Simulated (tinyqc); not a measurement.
From results back to parameters: band folding and unfolding in a supercell of a chain. Three cases, with inputs chosen for the exercise.

Problem. A chain with hopping -t and site energies alternating +V, -V has E = -/+ sqrt(V^2 + 4 t^2 cos^2(ka)); the lower state has weight (1 + 2t cos(ka)/|E|)/2 on k and the rest on k + pi/a. The gap at ka = pi/2 and the full spread at k = 0 come from hidden t and V.

Case 1.

values (eV): gap 1.44000, spread at k = 0 6.67713

Case 2.

values (eV): gap 0.20000, spread at k = 0 5.84342

Case 3.

values (eV): gap 2.38000, spread at k = 0 6.23234

Find: V, t; weight of the lowest state on k = 0.

Solution. The gap is 2V and the spread 2 sqrt(V^2 + 4t^2).

Case 1.

V, t (eV): 0.720  1.630

weight of the lowest state on k = 0 = 0.9882

Case 2.

V, t (eV): 0.100  1.460

weight of the lowest state on k = 0 = 0.9997

Case 3.

V, t (eV): 1.190  1.440

weight of the lowest state on k = 0 = 0.9621

Computed by tinyqc, one run a case: `OMP_NUM_THREADS=1 python tinyqc.py N N+1 out.jsonl` with N = 1452511, 1452566, 1452588; one thread of a shared Intel(R) Xeon(R) Processor @ 2.30GHz, about 0.01 s a run at most.
